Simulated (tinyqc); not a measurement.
## Reflectance at normal incidence against thickness

Normal incidence on air, film (n1) and substrate (N2 = n2 - i k2): r01 = (1 - n1)/(1 + n1), r12 = (n1 - N2)/(n1 + N2), amplitude (r01 + r12 X)/(1 + r01 r12 X), X = exp(-4 pi i n1 d/lam), R its squared modulus, phase from 0 to 360 degrees.

Inputs (values chosen for the exercise): wavelength lam = 546.1 nm; index of the transparent film n1 = 1.465; index of the substrate n2 = 4.086; extinction coefficient of the substrate k2 = 0.031.

Results:
```
d (nm),R (%),phase of the reflected amplitude (degrees)
0,36.82,179.8
24,33.69,149.6
48,24.94,114.2
71,14.51,67.13
95,9.733,353.2
119,16.17,283.2
142,26.70,239.2
190,36.74,175.3
```

Estimate the missing row, d = 166 nm.

Computed row:
```
d (nm),R (%),phase of the reflected amplitude (degrees)
166,34.63,205.1
```

With this row back in the table: R goes from 36.8 through a minimum of 9.73 (at d = 95 nm among the rows listed) to 36.7 %. At a quarter wave, d = 93.2 nm, R = 9.69 %; for a transparent substrate it would vanish for n1 = sqrt(n2) = 2.02.

Numbers from tinyqc (`OMP_NUM_THREADS=1 python tinyqc.py 2870193 2870194 out.jsonl`; about 0.01 s on one thread of a shared Intel Xeon 2.30GHz).
